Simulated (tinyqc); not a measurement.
# Ground and coupling capacitance from two measurements

Inverse problem. A line has Cg to the planes and Cc to each of two neighbours. Find Cg, Cc, the load when both neighbours switch in antiphase, and the pulse on the line when it floats and both neighbours swing by Vx.

Inputs (values chosen for the exercise): swing Vx = 1 V.

capacitance with neighbours driven alike and with neighbours grounded (aF/um): [93, 209]

Answer. Driven alike, Cc carries no charge, which leaves Cg; grounded neighbours give Cg + 2 Cc, antiphase Cg + 4 Cc; a floating line divides the swing as 2 Cc/(Cg + 2 Cc).

Cg = 93.00 aF/um
Cc = 58.00 aF/um
load in antiphase = 325.0 aF/um
pulse = 0.5550 V

Program tinyqc, `OMP_NUM_THREADS=1 python tinyqc.py 2790111 2790112 out.jsonl`; Intel Xeon 2.30GHz, shared host, one thread, about 1 s.
